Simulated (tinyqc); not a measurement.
Lateral field, substrate current, probability of reaching the oxide barrier and hot-carrier lifetime of a silicon transistor (pseudo-two-dimensional and lucky-electron models): one step, computed by the program tinyqc.

Local-field models: a lucky carrier gains its energy at the peak field over a path free of collisions. Voltages are magnitudes.

Problem. Peak lateral field. C_ox = 3.9 eps_0/t; F_sat = 2 v_s/mu; V_Dsat = V_ov F_sat L/(V_ov + F_sat L), V_ov = V_G - V_T; I_D/W = C_ox v_s (V_ov - V_Dsat). Scale length l = 0.22 t^(1/3) x_j^(1/2) (all in cm); F_m = sqrt(((V_D - V_Dsat)/l_e)^2 + F_sat^2), with l_e = l; length of the velocity-saturated region l_e ln((V_D - V_Dsat)/(l_e F_sat) + F_m/F_sat).

Inputs (values chosen for the exercise, modelled on a silicon n-channel): channel length L = 630 nm; oxide thickness t = 14 nm; junction depth x_j = 170 nm; mobility mu = 380 cm^2/(V s); saturation velocity v_s = 0.91 1e7 cm/s; threshold voltage V_T = 0.55 V; gate voltage V_G = 1.8 V; drain voltage V_D = 3.5 V; ionisation prefactor A_i = 2e+06 1/cm; ionisation field B_i = 1.73 MV/cm; hot-carrier mean free path lambda = 8.7 nm; oxide barrier phi_b = 3.1 eV; interface-trap threshold phi_it = 3.8 eV; lifetime constant H = 900 s microampere/micrometre.

Drain: abrupt.

Constants: eps_0 = 8.8541878128e-12 F/m.

Give: scale length l; peak field F_m; velocity-saturated length; energy gained over one free path, e lambda F_m.

Solution.

scale length l = 101.5 nm

peak field F_m = 262.2 kV/cm

velocity-saturated length = 242.0 nm

energy gained over one free path, e lambda F_m = 0.2281 eV

Caution: the empirical formula for l was fitted to oxides of about 15 nm or more; for thinner ones it is an extrapolation. Caution: e V_D is below phi_b or phi_it, so the available energy, not the field, limits hot carriers, and the lucky-electron formulas overstate them.
